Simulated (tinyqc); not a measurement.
# Octagonal on-chip spiral inductor, lumped pi model, step by step

Program tinyqc, `OMP_NUM_THREADS=1 python tinyqc.py 2302004 2302005 out.jsonl`; Intel Xeon 2.30GHz, shared host, one thread, about 0.01 s. Printed values are rounded.

Outer diameter do = di + 2 n wd + 2 (n - 1) sp, mean da = (do + di)/2, fill p = (do - di)/(do + di), length l = 3.314 n da. L = 2.25 mu0 n^2 da/(1 + 3.55 p), mu0 = 4 pi 1e-7 H/m. Rs = rho l/(wd delta (1 - exp(-th/delta))), delta = sqrt(rho/(pi f mu0)). Cs = n wd^2 eps0 eo/hu across the coil. At each end Cox = l wd eps0 eo/(2 ho) leads to the substrate branch Rsi = 2 rs he/(l wd) in parallel with Csi = l wd eps0 11.7/(2 he). With one end grounded Y = 1/(Rs + i w L) + i w Cs + 1/[1/(i w Cox) + 1/(1/Rsi + i w Csi)], w = 2 pi f; Q = -Im Y/Re Y. Eddy currents in neighbouring turns and in the substrate are left out.

Inputs (values chosen for the exercise); values of the order met in silicon radio-frequency processes:

| symbol | value | unit | meaning |
|---|---|---|---|
| n | 3.5 |  | number of turns |
| wd | 15 | um | line width |
| sp | 1.5 | um | space between turns |
| di | 100 | um | inner diameter |
| th | 4 | um | metal thickness |
| rho | 1.9 | uohm cm | metal resistivity |
| ho | 5.8 | um | oxide below the coil |
| hu | 0.8 | um | oxide between coil and underpass |
| eo | 3.9 |  | relative permittivity of the oxide |
| rs | 1000 | ohm cm | substrate resistivity |
| he | 80 | um | effective spreading depth in the substrate |
| f | 0.96 | GHz | frequency |

Constants: eps0 = 8.8541878128e-12 F/m. Results are converted to the units shown.

## Geometry and model elements

do, l, L, delta, Rs, Cs, Cox, Rsi and Csi as defined.

do = 212.5 um
l = 1812.34 um
L = 2.37572 nH
delta = 2.23904 um
Rs = 1.23164 ohm
Cs = 33.9918 fF
Cox = 80.9258 fF
Rsi = 58855.6 ohm
Csi = 17.6014 fF

Rs is 2.15 times the direct-current value in this empirical form, which overstates the skin effect of a flat slab when delta is near th and so stands in for some current crowding.

## Admittance, quality factor and apparent inductance

Series branch 1/(Rs + i w L), substrate branch, total Y, Q = -Im Y/Re Y, apparent inductance Im(1/Y)/w, metal-only value w L/Rs, share of the loss in the substrate Re(substrate branch)/Re Y.

series branch = 5.9538-69.2720i mS
substrate branch = 0.0114530+0.0875299i mS
Y = 5.9653-68.9794i mS
Q = 11.5635
apparent inductance = 2.38558 nH
w L/Rs = 11.6349
share of the loss in the substrate = 0.191995 %

Q is 99.4 % of the metal-only value.
